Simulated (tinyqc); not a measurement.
Random telegraph noise from one oxide trap in a small MOSFET: one step of the calculation.

An acceptor-like trap exchanges electrons with the channel. Inversion charge Q = Cox u, u = n Vt W0(exp((Vg - VT)/(n Vt))), W0 the Lambert function, n = nf, Cox = eps0 eox/tox; linear regime Id = (W/L) mu Q Vd. Relative to threshold the surface potential rises by Vt ln(u/u0) and the oxide voltage by the rest of Vg - VT, with u0 = n Vt W0(1).

Problem. Step height. A = W L; threshold step dV = q (1 - xt/tox)/(Cox A); gm/Id = 1/(u + n Vt); relative step dI/I = (gm/Id) dV + asc mu/A. Id as defined.

Inputs (values chosen for the exercise); values of the order met in silicon transistors:
```
symbol,value,unit,meaning
T,350,K,temperature
eox,22,,relative permittivity of the gate insulator (close to hafnium oxide)
tox,13,nm,insulator thickness
xt,2,nm,depth of the trap from the channel interface
nf,1.14,,body factor
W,22,nm,gate width
L,130,nm,gate length
mu,180,cm^2/(V s),mobility
asc,1.7e-16,V s,scattering coefficient of the charged trap
Vd,0.05,V,drain voltage
```

Constants: q = 1.602176634e-19 C, kB = 1.380649e-23 J/K, Vt = kB T/q, eps0 = 8.8541878128e-14 F/cm where lengths are in cm. Results are converted to the units shown.

u = 0.067041050 V
N = 6.2698691e11 cm^-2

Give: electrons in the channel N A; dV; gm/Id; number part of dI/I; dI/I; Id; dI.

Solution.

electrons in the channel N A = 17.932
dV = 3.1635 mV
gm/Id = 9.8596 1/V
number part of dI/I = 3.1191 %
dI/I = 3.2261 %
Id = 0.15300 uA
dI = 4.9359 nA

Range of the model: VT is taken as given; short-channel effects and the uneven flow of current among few electrons are left out.

Computed by the program tinyqc: `OMP_NUM_THREADS=1 python tinyqc.py 2710160 2710161 out.jsonl`, one thread of a shared Intel Xeon 2.30GHz, about 0.01 s for the whole run.
